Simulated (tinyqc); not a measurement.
Energy against coordination: Gupta-type many-body potential for a metal. Computed by tinyqc, a small Python program. Command: `OMP_NUM_THREADS=1 python tinyqc.py 3024338 3024339 out.jsonl gupta walk`. One thread of a shared host (Intel(R) Xeon(R) Processor @ 2.30GHz), about 0.01 s of CPU time with the checks.

E_i = sum_j A exp(-p (r_ij/r0 - 1)) - xi rho_i^gamma, with rho_i = sum_j exp(-2 q (r_ij/r0 - 1)); gamma = 1/2 is the tight-binding second-moment form. The crystal is fcc unless stated; d is the neighbour distance and a fixed number of shells is kept.

Inputs (values chosen for the exercise, for a model metal):
```
quantity                  value      unit
repulsion A               0.105        eV
hopping xi                 1.53        eV
decay p                    11.1         -
decay q                    3.14         -
reference distance r0     2.889  angstrom
embedding exponent gamma   0.45         -
```

Method. Nearest neighbours only, z equal bonds relaxed to their best length: r/r0 = 1 + ln[A p z^(1 - gamma)/(2 q gamma xi)]/(p - 2 q gamma), E = z A exp(-p (r/r0 - 1)) - xi [z exp(-2 q (r/r0 - 1))]^gamma.

Relaxed bonds:
```
z   r (angstrom)  E per atom (eV)  E/z (eV)
1         2.4313          -1.7846   -1.7846
2         2.5644          -2.1402   -1.0701
3         2.6422          -2.3803   -0.7934
4         2.6975          -2.5667   -0.6417
6         2.7753          -2.8545   -0.4758
8         2.8306          -3.0781   -0.3848
9         2.8532          -3.1747   -0.3527
12        2.9085          -3.4233   -0.2853
```

What does the comparison show, and why?

Bonds lengthen from 2.431 to 2.908 angstrom between z = 1 and 12, and |E| grows as z^0.262, the exponent gamma (p - 2q)/(p - 2 q gamma) = 0.262; pair bonds would give z^1 at a fixed length.

Extremes, crossings and ranges named in words are read from the listed rows.
